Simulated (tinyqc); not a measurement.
Comparisons within one model: two-band k.p model of the Delta valleys near the X point under shear strain. A value that a table varies takes the place of the one given here.

Valley pair on the [001] axis, kz counted from the X point, c = hbar^2/2m0, k0 = kx0 2 pi/a. H = (c kz^2/ml + c (kx^2 + ky^2)/mt + c k0^2/ml) 1 + (2 c k0 kz/ml) sigma_z + (D exy - 2 c kx ky/Mp) sigma_x, so E = c kz^2/ml + c (kx^2 + ky^2)/mt + c k0^2/ml -/+ sqrt((2 c k0 kz/ml)^2 + (D exy - 2 c kx ky/Mp)^2). Without strain the lower band has its minima, E = 0, at kz = +/- k0. Shifts from diagonal strain are left out.

For |eta| < 1: k_min = k0 sqrt(1 - eta^2), E_min = -Delta eta^2/2, ml(eta) = ml/(1 - eta^2), 1/m[110] = 1/mt + eta/Mp, 1/m[1-10] = 1/mt - eta/Mp. For |eta| > 1 the minimum sits at X: E_min = -Delta (2 |eta| - 1)/2, ml(eta) = ml/(1 - 1/|eta|), and eta is replaced by its sign in the transverse masses. Here Delta = 2 c k0^2/ml and eta = D exy/Delta.

s11 = (C11 + C12)/((C11 - C12)(C11 + 2 C12)), s12 = -C12/((C11 - C12)(C11 + 2 C12)), s44 = 1/C44; exx = s11 sxx + s12 (syy + szz) and cyclic, exy = s44 sxy/2; tension is positive. A uniaxial stress X along the unit vector n is s_ij = X n_i n_j.

Constants: hbar^2/2m0 = 3.80998211 eV angstrom^2; kB = 8.617333262e-05 eV/K.

Values chosen for the exercise (near those of Si; shifted at random, so the results belong to these values and not to a real crystal):

| symbol | value | unit | meaning |
|---|---|---|---|
| a | 5.433 | angstrom | lattice constant |
| ml | 0.893 | m0 | longitudinal mass |
| mt | 0.19 | m0 | transverse mass |
| kx0 | 0.152 | 2 pi/a | distance of the minimum from X |
| D | 12.8 | eV | shear deformation potential |
| Mp | 0.232 | m0 | coupling mass |
| C11 | 167 | GPa |  |
| C12 | 64.8 | GPa |  |
| C44 | 79.4 | GPa |  |
| Xu | 8.99 | eV | uniaxial potential |
| T | 350 | K | temperature |
| exy | 0.0029 |  | shear strain |

## Sweep of the shear strain

Delta = 2 c k0^2/ml, eta = D exy/Delta.

The minimum:

| exy | eta | k_min/k0 | E_min (meV) | ml(eta) | m[110] | m[1-10] | density-of-states mass |
|---|---|---|---|---|---|---|---|
| 0.0000 | 0.000 | 1.000 | 0.0 | 0.893 | 0.1900 | 0.1900 | 0.318 |
| 0.0021 | 0.102 | 0.995 | -1.4 | 0.902 | 0.1754 | 0.2073 | 0.320 |
| 0.0051 | 0.248 | 0.969 | -8.1 | 0.951 | 0.1580 | 0.2383 | 0.330 |
| 0.0103 | 0.500 | 0.866 | -33.0 | 1.191 | 0.1348 | 0.3218 | 0.372 |
| 0.0154 | 0.748 | 0.664 | -73.7 | 2.024 | 0.1178 | 0.4900 | 0.489 |
| 0.0185 | 0.898 | 0.440 | -106.3 | 4.616 | 0.1095 | 0.7183 | 0.713 |
| 0.0247 | 1.199 | 0.000 | -184.3 | 5.379 | 0.1045 | 1.0495 | 0.839 |
| 0.0330 | 1.602 | 0.000 | -290.6 | 2.376 | 0.1045 | 1.0495 | 0.639 |

The valleys reach X at eta = 1, that is exy = 0.0206. The shift is quadratic up to eta = 1 (-8.1 meV at eta = 0.25, -33.0 meV at 0.50) and linear beyond, while 1/m[110] rises linearly, taking m[110] from 0.190 to its floor 0.1045, a gain of 82 % in 1/m. ml(eta) diverges at eta = 1; the largest value listed is 5.38. A deformation-potential model with fixed masses misses all of this.

## Tension along [110]: repopulation and mass change

The z valleys move against the x and y valleys by Xu (ezz - exx) and, through the shear, by E_min. Share of the z valleys n = w/(w + 2 exp(dE/kT)), dE the total relative shift, w = sqrt(ml(eta) m[110] m[1-10]/(ml mt^2)). Along [110]: 1/m_c = n/m[110] + (1 - n)(1/ml + 1/mt)/2. Fixed masses means E_min = 0, w = 1, m[110] = mt. Gains are against 3/(1/ml + 2/mt) at a fixed scattering time.

Results:

| X (GPa) | Xu (ezz - exx) (meV) | E_min (meV) | m[110] | m_c fixed masses | m_c with shear | gain fixed (%) | gain with shear (%) |
|---|---|---|---|---|---|---|---|
| 0.00 | 0.0 | 0.0 | 0.1900 | 0.2576 | 0.2576 | 0.0 | 0.0 |
| 0.25 | -11.0 | -0.2 | 0.1842 | 0.2464 | 0.2420 | 4.5 | 6.4 |
| 0.50 | -22.0 | -0.8 | 0.1788 | 0.2355 | 0.2256 | 9.4 | 14.2 |
| 1.00 | -44.0 | -3.1 | 0.1689 | 0.2171 | 0.1951 | 18.6 | 32.0 |
| 1.50 | -66.0 | -6.9 | 0.1600 | 0.2048 | 0.1722 | 25.8 | 49.6 |
| 2.00 | -88.0 | -12.3 | 0.1520 | 0.1976 | 0.1570 | 30.4 | 64.1 |
| 3.00 | -131.9 | -27.7 | 0.1381 | 0.1919 | 0.1388 | 34.3 | 85.6 |

At 1 GPa repopulation alone gives 18.6 % and the shear terms raise it to 32.0 %. From 2 to 3 GPa the fixed-mass gain grows by 3.9 points, towards its ceiling of 35.6 % when all electrons sit in the z valleys, whereas the gain with shear grows by 21.5 points because m[110] keeps falling.

## What each parameter does

Delta = 2 c k0^2/ml, eta = D exy/Delta. Each row changes one parameter from the base and keeps the others.

Results:

| case | eta | E_min (meV) | ml(eta) (m0) | m[110] (m0) | m[1-10] (m0) |
|---|---|---|---|---|---|
| base | 0.1408 | -2.61 | 0.9111 | 0.1704 | 0.2148 |
| ml = 0.95551 m0 | 0.1506 | -2.80 | 0.9777 | 0.1691 | 0.2167 |
| mt = 0.1767 m0 | 0.1408 | -2.61 | 0.9111 | 0.1596 | 0.1979 |
| kx0 = 0.16264 2 pi/a | 0.1230 | -2.28 | 0.9067 | 0.1726 | 0.2113 |
| D = 11.904 eV | 0.1309 | -2.26 | 0.9086 | 0.1716 | 0.2128 |
| Mp = 0.24824 m0 | 0.1408 | -2.61 | 0.9111 | 0.1715 | 0.2129 |
| exy = 0.0027 | 0.1311 | -2.26 | 0.9086 | 0.1716 | 0.2128 |

The largest shifts from the base row, up to three for each result and ties (the steps differ in size, so this ranks the rows, not the parameters). eta: kx0 -0.0178, ml +0.0099, D -0.0099; unchanged at the printed digits by mt and Mp. E_min (meV): D +0.35, exy +0.35, kx0 +0.33; unchanged at the printed digits by mt and Mp. ml(eta) (m0): ml +0.0666, kx0 -0.0043, D -0.0025; unchanged at the printed digits by mt and Mp. m[110] (m0): mt -0.0108, kx0 +0.0023, D +0.0012, ml -0.0012, exy +0.0012, Mp +0.0012. m[1-10] (m0): mt -0.0168, kx0 -0.0035, ml +0.0020.

(tinyqc, `OMP_NUM_THREADS=1 python tinyqc.py 1051581 1051582 out.jsonl`, Intel(R) Xeon(R) Processor @ 2.30GHz, 1 thread, shared host, about 0.01 s.)
